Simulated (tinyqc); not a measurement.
# From one set of inputs to another, one input at a time

Model: surface photovoltage measurement of the minority-carrier diffusion length in a wafer. Computed by tinyqc, a small Python program. Command: `OMP_NUM_THREADS=1 python tinyqc.py 3130306 3130307 out.jsonl spv ladder`. One thread of a shared host (Intel(R) Xeon(R) Processor @ 2.30GHz), about 0.02 s of CPU time with the checks.

Low injection, steady light, a depletion layer much thinner than 1/alpha and L. The excess density dn is taken at the front edge of the neutral region; light that reaches the back is lost.

The inputs printed are set A. Inputs not listed in the table keep their values of set A, so the rows need not describe a real material.

Inputs (values chosen for the exercise, modelled on p-type silicon at room temperature): diffusion length L = 110 micrometre; wafer thickness W = 775 micrometre; diffusivity D = 33 cm^2/s; front recombination velocity S_f = 2300 cm/s; back recombination velocity S_b = 58000 cm/s; photon flux entering = 7.8e+12 1/(cm^2 s); minority density at the surface barrier scale n_0 = 1.2e+08 1/cm^3; temperature T = 298 K; wavelength = 951 nm; relative noise of each reading = 0.2 %; diffusion length after pair splitting over L = 0.41; iron factor C = 1.05e+16 micrometre^2/cm^3.

normal deviates g for the noise: [-0.59, 0.03, 2.66, -1.01, -0.28, 0.48, -0.13]

Constants: k_B = 8.617333262e-05 eV/K.

Method:
- alpha = (84.732/lambda - 76.417)^2 per cm with lambda in micrometre (an empirical fit for silicon between 0.7 and 1.05 micrometre).
- Thick wafer: dn = Phi L/((S_f + D/L)(L + 1/alpha)). Finite wafer, with s = S_b L/D, w = W/L, a = alpha L: dn = [Phi a/(a^2 - 1)] [a - B - exp(-alpha W)(a - s)/(cosh w + s sinh w)]/(S_f + B D/L), B = (sinh w + s cosh w)/(cosh w + s sinh w).
- Photovoltage V = (k_B T/e) ln(1 + dn/n_0). Lifetime = L^2/D.
- Readings y = (Phi/dn) (1 + noise x g) at 780, 830, 880, 920, 950, 975 and 995 nm; a least-squares line y = c (1/alpha + L_app) gives L_app = intercept/slope.
- Splitting iron-boron pairs in boron-doped silicon shortens L; with nothing else changing, [Fe] = C (1/L_after^2 - 1/L^2). It is evaluated with the true lengths and with the apparent ones (without noise), which differ when the wafer is not thick against L.

Each row keeps all changes above it; columns: (1) input moved; (2) from; (3) to; (4) dn, finite wafer (1/cm^3); (5) apparent length L_app (micrometre); (6) [Fe] from the apparent lengths (1/cm^3):
```
(1)                                          (2)      (3)         (4)     (5)         (6)
set A                                          -        -  9.4017e+08  110.16  4.2944e+12
diffusivity D (cm^2/s)                        33     30.7  9.7879e+08  110.16  4.2944e+12
diffusion length L (micrometre)              110      130  1.1318e+09  130.19  3.0745e+12
photon flux entering (1/(cm^2 s))        7.8e+12  4.6e+11  6.6748e+07  130.19  3.0745e+12
back recombination velocity S_b (cm/s)     58000     1400  6.6749e+07  130.21  3.0748e+12
front recombination velocity S_f (cm/s)     2300      610  1.0471e+08  130.21  3.0748e+12
wavelength (nm)                              951      985  8.4420e+07  130.21  3.0748e+12
```

Where does the difference come from?

dn, finite wafer goes from 9.40e8 to 8.44e7, a factor 0.0898 in all. The largest single move comes from photon flux entering (a factor 0.0590), and front recombination velocity S_f works against it (a factor 1.57). Apparent length L_app goes from 110 to 130, a factor 1.18 in all. The largest single move comes from diffusion length L (a factor 1.18). [Fe] from the apparent lengths goes from 4.29e12 to 3.07e12, a factor 0.716 in all. The largest single move comes from diffusion length L (a factor 0.716). The single moves hold for this order of the switches; the total does not depend on the order.

Extremes, crossings and ranges named in words are read from the listed rows.
